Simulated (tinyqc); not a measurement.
Interstitial-substitutional diffusion of a fast metal impurity in a wafer (kick-out and dissociative mechanisms): one step, computed by the program tinyqc.

The metal moves as an interstitial A_i and dissolves on lattice sites either by kicking out a self-interstitial (A_i = A_s + I) or by filling a vacancy (A_i + V = A_s). With A_i at its solubility, local equilibrium and c = C_s/C_s*, self-interstitials and vacancies obey C_I/C_I* = 1/c and C_V/C_V* = c.

Question. Diffusivity against concentration. In defect-free silicon dc/dt = d/dx [(D_K/c^2 + D_F) dc/dx], c = 1 at both faces. D_K = D_I C_I*/C_s* and D_F = D_V C_V*/C_s*. The two terms are equal at c* = sqrt(D_K/D_F). Take c = 1, 0.5, 0.2, 0.1, 0.03 and 0.01.

Inputs (values chosen for the exercise, loosely like those of a heavy transition metal in silicon): temperature T = 975 C.

D_K = 3.131818e-10 cm^2/s

D_F = 8.604537e-11 cm^2/s

Give: c*; Effective diffusivity (cm^2/s).

Answer.

c* = 1.908

Effective diffusivity (cm^2/s):

| c | kick-out term | total |
|---|---|---|
| 1.00 | 3.132e-10 | 3.992e-10 |
| 0.50 | 1.253e-09 | 1.339e-09 |
| 0.20 | 7.830e-09 | 7.916e-09 |
| 0.10 | 3.132e-08 | 3.140e-08 |
| 0.03 | 3.480e-07 | 3.481e-07 |
| 0.01 | 3.132e-06 | 3.132e-06 |
